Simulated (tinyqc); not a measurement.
Comparisons within one model: Slater-Koster d bands of an fcc metal. A value that a table varies takes the place of the one given here.

Slater-Koster d bands. For a bond with direction cosines (l, m, n) the 5 x 5 block is dds Ps + ddp Pp + ddd (1 - Ps - Pp), the projectors on sigma, pi and delta states about the bond; for instance <xy|xy> = 3 l^2 m^2 dds + (l^2 + m^2 - 4 l^2 m^2) ddp + (n^2 + l^2 m^2) ddd, <xy|yz> = 3 l m^2 n dds + l n (1 - 4 m^2) ddp + l n (m^2 - 1) ddd and <3z2-r2|3z2-r2> = (n^2 - (l^2 + m^2)/2)^2 dds + 3 n^2 (l^2 + m^2) ddp + (3/4)(l^2 + m^2)^2 ddd. H(k) sums the blocks times cos(k.R) over the neighbours; the d level is the zero of energy; k in 2 pi/a.

Neighbours: twelve at (a/2)(1,1,0) and equivalents.

Mesh: k = f1 b1 + f2 b2 + f3 b3 with fractions (j + 1/2)/N, j = 0 to N - 1, and b = (-1,1,1), (1,-1,1), (1,1,-1) for fcc, (0,1,1), (1,0,1), (1,1,0) for bcc, unit vectors for simple cubic. The lowest Nd/10 of all levels are filled with two electrons each; the bond energy is their sum per atom.

Inputs chosen for the exercise (of the size met in Cu; shifted at random, so the results belong to these values and not to a real crystal): dds = -0.339 eV (dd sigma); ddp = 0.2 eV (dd pi); ddd = -0.02 eV (dd delta); N = 8 (mesh); f2 = 0.487 (factor for second neighbours in bcc).

## Band filling: full bands against the rectangular model

W = sqrt(12 mu2) with mu2 the mean square level on the mesh; rectangular model: Fermi level W (Nd/10 - 1/2), bond energy -W Nd (10 - Nd)/20. The Fermi level of the mesh is the highest filled level.

Per atom (eV):
```
Nd  EF, bands  bond energy, bands  EF, rectangle  bond energy, rectangle
1      -0.906              -1.156         -0.950                  -1.068
2      -0.685              -1.951         -0.712                  -1.899
3      -0.506              -2.541         -0.475                  -2.493
4      -0.204              -2.909         -0.237                  -2.849
5       0.011              -2.997          0.000                  -2.968
6       0.330              -2.809          0.237                  -2.849
7       0.492              -2.384          0.475                  -2.493
8       0.734              -1.757          0.712                  -1.899
9       0.893              -0.948          0.950                  -1.068
```

W = 2.374 eV
full width on the mesh = 2.716 eV

The bond energy is deepest at Nd = 5 (-2.997 eV); the rectangle has its minimum at 5. The two differ most at Nd = 8, by 0.142 eV or 5 % of the deepest value: the second moment fixes the parabola, and higher moments the rest. At Nd = 3 and 7 the bands give -2.541 and -2.384 eV, a skew towards less than half filling.

## Which lattice a d-band metal prefers

fcc has twelve neighbours, bcc eight and six (the six times f2), simple cubic six. The integrals of bcc and sc are scaled so that all three have the second moment of fcc, which stands for equal repulsion (structural energy difference theorem). s and p electrons are left out.

Bond energy per atom:
```
Nd  fcc (eV)  bcc - fcc (meV)  sc - fcc (meV)
1     -1.156               73              12
2     -1.951               14              15
3     -2.541              -67              76
4     -2.909             -119             150
5     -2.997               -7             192
6     -2.809              132              49
7     -2.384              153             -81
8     -1.757               56            -178
9     -0.948              -70            -196
```

scale factors: bcc 1.1285, sc 1.4142

mu3/mu2^1.5: fcc -0.227, bcc -0.213, sc 0.000

mu4/mu2^2: fcc 1.878, bcc 1.748, sc 2.208

largest change of a difference when N is raised to 14 = 23 meV

fcc is lowest for Nd = 1, 2 and 6. bcc is lowest for Nd = 3, 4 and 5. sc is lowest for Nd = 7, 8 and 9. bcc gains most on fcc at Nd = 4 (-119 meV). A small fourth moment marks a two-peaked band, which tends to favour fillings near one half; bcc has -7 % against fcc, and at Nd = 5 it lies -7 meV from fcc (differences of a few tens of meV are within the error of the mesh; hcp is left out, and this d-only model can miss the lattice of the real metal). The third moments, from three-membered rings, skew the bands. That simple cubic wins anywhere comes from keeping d bands and equal second moments alone; no transition metal takes it. Differences below about 23 meV are within the error of this mesh, and the s and p electrons left out weigh most where the d band is nearly empty or full.

## What each integral does

Levels at Gamma, E(t2g) = 3 dds + 4 ddp + 5 ddd, E(eg) = 1.5 dds + 6 ddp + 4.5 ddd, and W = sqrt(12 mu2), the width of a rectangular band with the same second moment mu2 = z (dds^2 + 2 ddp^2 + 2 ddd^2)/5, z = 12. Each row changes one parameter from the base and keeps the others.

Results:
```
case              t2g (eV)  eg (eV)  W (eV)
base               -0.3170   0.6015  2.3742
dds = -0.3898 eV   -0.4694   0.5253  2.5890
ddp = 0.17 eV      -0.4370   0.4215  2.2355
ddd = -0.017 eV    -0.3020   0.6150  2.3728
```

The largest shifts from the base row, up to three for each result and ties (the steps differ in size, so this ranks the rows, not the parameters). t2g (eV): dds -0.1524, ddp -0.1200, ddd +0.0150. eg (eV): ddp -0.1800, dds -0.0762, ddd +0.0135. W (eV): dds +0.2148, ddp -0.1387, ddd -0.0013. The ratio of the shifts of t2g and eg names the integral: 3 : 1.5 for dds, 4 : 6 for ddp, 5 : 4.5 for ddd.

(tinyqc, `OMP_NUM_THREADS=1 python tinyqc.py 1452730 1452731 out.jsonl`, Intel(R) Xeon(R) Processor @ 2.30GHz, 1 thread, shared host, about 0.03 s.)
